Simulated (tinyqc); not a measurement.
Carbon nanotube by zone folding: one step. Geometry. Two cases, with inputs chosen for the exercise.

Question. Form d, theta, dR, t1, t2, N and |T|, and (n - m) mod 3.

Circumference C = n a1 + m a2, a = sqrt3 acc; d = a sqrt(n^2 + nm + m^2)/pi; tan(theta) = sqrt3 m/(2n + m); dR = gcd(2n + m, 2m + n); T = t1 a1 + t2 a2 with t1 = (2m + n)/dR, t2 = -(2n + m)/dR, |T| = sqrt3 pi d/dR; N = 2 (n^2 + nm + m^2)/dR hexagons a cell. On cutting line mu = 0 to N - 1 at x = k|T|/(2 pi) the phases are p1 = 2 pi (-t2 mu + m x)/N, p2 = 2 pi (t1 mu - n x)/N, and E = -/+ t |1 + exp(i p1) + exp(i p2)|.

Give: d; theta; dR, t1, t2, N; |T|; (n - m) mod 3.

Case 1.

Values chosen (out of a larger set: near those used for carbon; not measured data): n = 12 (chiral index); m = 12 (chiral index); acc = 1.42 angstrom (bond length).

Answer.

d = 16.272 angstrom
theta = 30.00 degrees

dR, t1, t2, N: 36  1  -1  24

|T| = 2.460 angstrom
(n - m) mod 3 = 0

A cutting line passes through K: metallic in zone folding; armchair, 48 atoms a cell.

Case 2.

Values chosen (out of a larger set: near those used for carbon; not measured data): n = 16 (chiral index); m = 10 (chiral index); acc = 1.44 angstrom (bond length).

Answer.

d = 18.034 angstrom
theta = 22.41 degrees

dR, t1, t2, N: 6  6  -7  172

|T| = 16.355 angstrom
(n - m) mod 3 = 0

A cutting line passes through K: metallic in zone folding; chiral, 344 atoms a cell.

Computed by tinyqc, one run a case: `OMP_NUM_THREADS=1 python tinyqc.py N N+1 out.jsonl` with N = 1480710, 1480876; one thread of a shared Intel(R) Xeon(R) Processor @ 2.30GHz, about 0.03 s a run at most.
